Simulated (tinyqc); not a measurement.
CIS and TDHF on RHF in the 6-311g basis, for H2, spin multiplicity 1, step by step. One step of it, computed by the program tinyqc.

Problem. CIS matrix, triplets. A(ia,jb) = (e_a - e_i) d_ij d_ab - (ij|ab).

orbital energies (hartree): MO1 -0.562876, MO2 0.149898, MO3 0.315496, MO4 0.602747, MO5 2.554715, MO6 2.621379

Two-electron integrals over orbitals (pq|rs), unique and non-zero (hartree):
```
(11|11) 0.611866    (21|21) 0.056809    (22|11) 0.356768    (22|22) 0.304829
(31|11) -0.127946   (31|22) -0.030436   (31|31) 0.054651    (32|21) 0.020075
(32|32) 0.035265    (33|11) 0.360997    (33|22) 0.276504    (33|31) -0.037441
(33|33) 0.281756    (41|21) -0.068787   (41|32) -0.001577   (41|41) 0.102889
(42|11) -0.138587   (42|22) -0.050710   (42|31) 0.043206    (42|33) -0.048309
(42|42) 0.058768    (43|21) 0.038207    (43|32) 0.017152    (43|41) -0.045791
(43|43) 0.032448    (44|11) 0.483815    (44|22) 0.330663    (44|31) -0.082175
(44|33) 0.311547    (44|42) -0.103539   (44|44) 0.420902    (51|11) -0.080503
(51|22) -0.013360   (51|31) 0.045786    (51|33) -0.021757   (51|42) 0.028253
(51|44) -0.056846   (51|51) 0.079934    (52|21) -0.003970   (52|32) 0.004111
(52|41) 0.012015    (52|43) -0.009716   (52|52) 0.013634    (53|11) 0.101895
(53|22) 0.033800    (53|31) -0.038087   (53|33) 0.034712    (53|42) -0.035843
(53|44) 0.071120    (53|51) -0.042159   (53|53) 0.035015    (54|21) 0.013844
(54|32) -0.018623   (54|41) -0.038100   (54|43) 0.014468    (54|52) -0.021621
(54|54) 0.047637    (55|11) 0.618592    (55|22) 0.352556    (55|31) -0.136075
(55|33) 0.360651    (55|42) -0.142600   (55|44) 0.491034    (55|51) -0.122621
(55|53) 0.121306    (55|55) 0.680244    (61|21) -0.028927   (61|32) 0.016652
(61|41) 0.061611    (61|43) -0.029888   (61|52) 0.029715    (61|54) -0.060678
(61|61) 0.086611    (62|11) -0.027159   (62|22) 0.009499    (62|31) 0.022446
(62|33) -0.002648   (62|42) 0.006567    (62|44) -0.013586   (62|51) 0.036243
(62|53) -0.016339   (62|55) -0.047981   (62|62) 0.023971    (63|21) 0.031387
(63|32) -0.003252   (63|41) -0.050540   (63|43) 0.022245    (63|52) -0.011653
(63|54) 0.031125    (63|61) -0.046043   (63|63) 0.032470    (64|11) 0.139147
(64|22) 0.030354    (64|31) -0.060394   (64|33) 0.044706    (64|42) -0.047703
(64|44) 0.092262    (64|51) -0.074404   (64|53) 0.050587    (64|55) 0.176191
(64|62) -0.037355   (64|64) 0.088540    (65|21) 0.094400    (65|32) 0.003200
(65|41) -0.142593   (65|43) 0.071944    (65|52) -0.037803   (65|54) 0.086989
(65|61) -0.130623   (65|63) 0.089277    (65|65) 0.267802    (66|11) 0.644828
(66|22) 0.368175    (66|31) -0.150162   (66|33) 0.367328    (66|42) -0.154875
(66|44) 0.518647    (66|51) -0.153420   (66|53) 0.137445    (66|55) 0.720173
(66|62) -0.056302   (66|64) 0.199333    (66|66) 0.780532
```

Give: CIS matrix A, triplet.

Solution.

CIS matrix A, triplet (hartree), order 1>2, 1>3, 1>4, 1>5, 1>6:
$$\begin{pmatrix}
0.3560 & 0.0000 & 0.1386 & 0.0000 & 0.0272 \\
0.0000 & 0.5174 & 0.0000 & -0.1019 & 0.0000 \\
0.1386 & 0.0000 & 0.6818 & 0.0000 & -0.1391 \\
0.0000 & -0.1019 & 0.0000 & 2.4990 & 0.0000 \\
0.0272 & 0.0000 & -0.1391 & 0.0000 & 2.5394
\end{pmatrix}$$
